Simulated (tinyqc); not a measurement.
Short-channel transistor, virtual-source model with series resistance: two steps of the calculation.

The current per gate width is the charge at the top of the source barrier (the virtual source) times its velocity times a saturation function; al and be are fitting constants of the model. Units: I in uA/um, Rs in ohm um, so I Rs = 1e-6 I Rs in volts; Q in uC/cm^2, so I = 1e-4 Q vx0 Fsat with vx0 in cm/s.

Values chosen for this exercise: temperature T = 300 K; inversion capacitance Cinv = 1.65 uF/cm^2; velocity at the virtual source vx0 = 2.02e7 cm/s; apparent mobility mu = 590 cm^2/(V s); channel length L = 32 nm; threshold at zero drain voltage VT0 = 0.35 V; drain-induced barrier lowering dl = 0.036 V/V; subthreshold factor n0 = 1.08; growth of n with drain voltage nd = 0.2 1/V; threshold shift (in units of Vt) from weak to strong inversion al = 3.5; sharpness of saturation be = 2; series resistance of each contact Rs = 70 ohm um; gate voltage Vgs = 0.92 V; drain voltage Vds = 0.05 V.

Constants: q = 1.602176634e-19 C, kB = 1.380649e-23 J/K, Vt = kB T/q. Results are converted to the units shown.

Question 1. Current through the series resistance. Intrinsic voltages Vg' = Vgs - I Rs, Vd' = Vds - 2 I Rs. n = n0 + nd Vd', VT = VT0 - dl Vd', Ff = 1/(1 + exp((Vg' - VT + al Vt/2)/(al Vt))), Q = Cinv n Vt ln(1 + exp((Vg' - VT + al Vt Ff)/(n Vt))), Vdsat = (vx0 L/mu)(1 - Ff) + Vt Ff, Fsat = u/(1 + u^be)^(1/be) with u = Vd'/Vdsat, and I(out) = Q vx0 Fsat per width. (Fsat takes the sign of u.) Newton step: I(new) = I + (I(out) - I)/(1 - s), s = dI(out)/dI by a central difference with +/- 0.001 uA/um.

I after iteration 1 = 269.54876 uA/um

Wanted: Vg'; Vd'; VT; Ff; Q; Vdsat; Fsat; I(out); s; I after iteration 2.

Answer 1.

Vg' = 0.90113 V
Vd' = 0.012263 V
VT = 0.34956 V
Ff = 0.0013640
Q = 0.91030 uC/cm^2
Vdsat = 0.10945 V
Fsat = 0.11135
I(out) = 204.75 uA/um
s = -2.3362
I after iteration 2 = 250.13 uA/um

Question 2. What the series resistance costs. n = n0 + nd Vd', VT = VT0 - dl Vd', Ff = 1/(1 + exp((Vg' - VT + al Vt/2)/(al Vt))), Q = Cinv n Vt ln(1 + exp((Vg' - VT + al Vt Ff)/(n Vt))), Vdsat = (vx0 L/mu)(1 - Ff) + Vt Ff, Fsat = u/(1 + u^be)^(1/be) with u = Vd'/Vdsat, and I = Q vx0 Fsat per width. I0 is the current for Rs = 0. Effective velocity I/Q; transit time L Q/I.

converged I = 250.10280 uA/um
I0 = 791.93870 uA/um

Wanted: loss against I0; effective velocity; transit time.

Answer 2.

loss against I0 = 68.42 %
effective velocity = 2.740e6 cm/s
transit time = 1.168 ps

Computed by the program tinyqc: `OMP_NUM_THREADS=1 python tinyqc.py 2380068 2380069 out.jsonl`, one thread of a shared Intel Xeon 2.30GHz, about 0.01 s for the whole run.
